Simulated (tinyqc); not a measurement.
Mobility of a non-polar semiconductor in the relaxation-time approximation: one step, computed by the program tinyqc.

Each valley is treated as a sphere of mass m_d for states and rates, with one isotropic relaxation time; the conductivity mass m_c sets the current.

Question. Fermi level and screening. Kane band: hbar^2 k^2/(2 m) = E (1 + alpha E), speed v = hbar k/(m (1 + 2 alpha E)), states per spin, volume and energy g(E) = m k (1 + 2 alpha E)/(2 pi^2 hbar^2); overlap factors are set to 1. Here m = m_d. Masses are multiplied by m_0 and all formulas are in SI units. The reduced Fermi level eta = E_F/(k_B T) solves n = 2 Z int g f dE with f = 1/(1 + exp(x - eta)) (Z = 1 unless valleys are given); screening length L_s = sqrt(eps_s eps_0 k_B T/(e^2 dn/deta)), dn/deta = 2 Z int g f (1 - f) dE. Integrals over x = E/(k_B T) use 160 Gauss-Legendre points in u = sqrt(x) from 0 to sqrt(max(eta, 0) + 32).

Inputs (values chosen for the exercise, modelled on holes in silicon): equivalent valleys Z = 1; non-parabolicity alpha = 0.28 1/eV; static permittivity eps_s = 11.7; carrier density n = 5.8e+15 1/cm^3; temperature T = 350 K.

Band: Kane. Impurity formula: Brooks-Herring. Further scattering: none.

density-of-states mass m_d = 0.512 m_0

Constants: k_B = 8.617333262e-05 eV/K; m_0 = 9.1093837015e-31 kg; e = 1.602176634e-19 C; hbar = 1.054571817e-34 J s; eps_0 = 8.8541878128e-12 F/m; k_B = 1.380649e-23 J/K.

Give: reduced Fermi level eta; screening length L_s.

Answer.

reduced Fermi level eta = -7.631

screening length L_s = 57.99 nm

The gas is non-degenerate (eta < -2), and L_s is close to the Debye length.
